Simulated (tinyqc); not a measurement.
Scaling with the misfit: strain-driven roughening and islands of a mismatched epitaxial film. Computed by tinyqc, a small Python program. Command: `OMP_NUM_THREADS=1 python tinyqc.py 3024023 3024024 out.jsonl island walk`. One thread of a shared host (Intel(R) Xeon(R) Processor @ 2.30GHz), about 0.01 s of CPU time with the checks.

Film and substrate share isotropic elastic constants; the film is coherent and biaxially strained.

Inputs (values chosen for the exercise, modelled on Si(0.5)Ge(0.5) on Si):

| quantity | value | unit |
|---|---|---|
| misfit \|f\| | 0.0201 | - |
| shear modulus G | 58.4 | GPa |
| Poisson ratio nu | 0.26 | - |
| surface energy gamma | 1.16 | J/m^2 |
| contact angle of the shallow shape theta_1 | 11.9 | degrees |
| contact angle of the steep shape theta_2 | 25.5 | degrees |
| facet energy of shape 1 over gamma | 0.9964 | - |
| facet energy of shape 2 over gamma | 1.055 | - |
| surface mobility D_s nu_s Omega^2/(k_B T) | 8.3e-34 | m^6/(J s) |

Transport: surface diffusion.

Constants: e = 1.602176634e-19 C.

Method:
- M = 2 G (1 + nu)/(1 - nu); stress = M f; energy density w = M f^2.
- A ripple A cos(k x) has the surface chemical potential per volume [gamma k^2 - 2 (1 + nu) w k] A cos(k x), so k_c = 2 (1 + nu) w/gamma. With surface diffusion the amplitude grows at the rate q = B k^2 [2 (1 + nu) w k - gamma k^2], fastest at k_m = (3/4) k_c. B is the surface mobility.
- Shallow faceted island (Tersoff form): E = 4 Gam V^(2/3) tan^(1/3)(theta) - 6 c V tan(theta), Gam = gamma [x/sin(theta) - 1/tan(theta)], x the facet energy over gamma, c = stress^2 (1 - nu)/(2 pi G).
- The barrier is the maximum of E, at V_c = [4 Gam/(9 c)]^3 / tan^2(theta) (1 GPa nm = 1 J/m^2).
- V_c = [4 Gam/(9 c)]^3/tan^2(theta), barrier = (4/3) Gam V_c^(2/3) tan^(1/3)(theta); the growth time is 1/q at k_m.

fastest wavelength = 47.9957 nm

growth time 1/q at k_m = 10.6090 s

critical volume, shape 1 = 60.2269 nm^3

barrier, shape 1 = 7.65823 eV

Misfit scaled at fixed constants:

| \|f\| (%) | fastest wavelength (nm) | growth time (s) | V_c of shape 1 (nm^3) | barrier of shape 1 (eV) |
|---|---|---|---|---|
| 0.5025 | 767.93 | 6.9527e+05 | 2.4669e+05 | 1.9605e+03 |
| 0.7035 | 391.80 | 4.7112e+04 | 3.2763e+04 | 5.1034e+02 |
| 1.0050 | 191.98 | 2.7159e+03 | 3.8545e+03 | 1.2253e+02 |
| 1.4070 | 97.95 | 1.8403e+02 | 5.1192e+02 | 3.1896e+01 |
| 2.0100 | 48.00 | 1.0609e+01 | 6.0227e+01 | 7.6582e+00 |
| 2.8140 | 24.49 | 7.1887e-01 | 7.9987e+00 | 1.9935e+00 |

What follows from these numbers?

Halving the misfit stretches the wavelength 4 times, the barrier 16 times, the volume 64 times and the time 256 times: f^(-2), f^(-4), f^(-6), f^(-8). Over these rows the time spans 6.0 decades: strongly mismatched films tend to roughen first, while dilute alloys have time to stay flat. Rows with wavelengths under 10 nm or volumes under 5 nm^3 are beyond the continuum picture.

Extremes, crossings and ranges named in words are read from the listed rows.
